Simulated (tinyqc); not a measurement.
Quasiparticle equation with a plasmon-pole self-energy for two band edges, step by step. Values are carried at full precision from step to step, so a last printed digit may differ when a step is redone from the rounded ones.

For each edge E = e + X + Sc(E), with the correlation part Sc(E) = A[0]/(E - a + w) + A[1]/(E - b - w); a and b are the valence and conduction energies that enter the Green function (a = ev, b = ec in the one-shot scheme). Z = 1/(1 - dSc/dE), dSc/dE = -A[0]/(E - a + w)^2 - A[1]/(E - b - w)^2.

Values chosen for the exercise (scales of the order of those of HfO2; the results hold for these values, not for the real material): ev = 0 eV (mean-field valence top); ec = 4.26 eV (mean-field conduction edge); w = 14.5 eV (pole energy); Av = (32.6, 18.4) eV^2 (weights of the valence state on the hole and electron poles); Ac = (13.7, 34.2) eV^2 (the same for the conduction state); Xv = -2.54 eV (exchange minus the mean-field potential, valence); Xc = 2.44 eV (the same, conduction).

## Linearised one-shot correction

Evaluate Sc and its slope at the mean-field energy; E = e + Z (X + Sc).

Terms:

| edge | Sc (eV) | dSc/dE | Z | X + Sc (eV) | E (eV) |
|---|---|---|---|---|---|
| valence | 1.2675 | -0.2073 | 0.8283 | -1.2725 | -1.0540 |
| conduction | -1.6283 | -0.2016 | 0.8322 | 0.8117 | 4.9355 |

gap = 5.9895 eV
gap with Z = 1 = 6.3442 eV

The gap opens by 1.729 eV, 61 % of it by lowering the valence top. Setting Z = 1 would overshoot by 0.355 eV.

## Solving the equation for the conduction edge

Newton steps on f(E) = E - ec - Xc - Sc(E) from E = ec; the first step is the linearised result.

Iterates:

| step | E (eV) | Sc (eV) | f (eV) |
|---|---|---|---|
| 0 | 4.26000 | -1.62834 | -0.811656 |
| 1 | 4.93548 | -1.76897 | 0.004455 |
| 2 | 4.93182 | -1.76818 | 0.000000 |
| 3 | 4.93182 | -1.76818 | 0.000000 |

The linearisation errs by +3.7 meV, as the shift is only 0.046 of the pole energy.

## All solutions for the valence state

Multiplying out gives a cubic; give its three roots and their weights Z.

roots (eV): -16.861  -1.046  19.627

weights: 0.1458  0.8150  0.0392

The weights add up to 1. The satellite below lies 15.82 eV from the main peak, 9 % more than w: this scheme places plasmon satellites too far out, and gives one where a cumulant form gives a series.

## Updating the energies in the Green function

Solve both equations exactly, put the results in place of a and b, and repeat five times; w is kept.

Cycles (eV):

| cycle | Ev | Ec | gap |
|---|---|---|---|
| 1 | -1.0460 | 4.9318 | 5.9778 |
| 2 | -1.1662 | 4.9975 | 6.1637 |
| 3 | -1.1795 | 5.0033 | 6.1828 |
| 4 | -1.1811 | 5.0037 | 6.1847 |
| 5 | -1.1812 | 5.0037 | 6.1849 |

The update moves the gap by +207 meV from the one-shot value; each cycle shrinks the change to about 0.10 of the one before.

## Checks

- Sum of the weights of the three roots: both 1.000000.
- Newton result against the root by bisection (eV): both 4.93182.

(tinyqc, `OMP_NUM_THREADS=1 python tinyqc.py 1850141 1850142 out.jsonl`, Intel(R) Xeon(R) Processor @ 2.30GHz, 1 thread, shared host, about 0.02 s.)
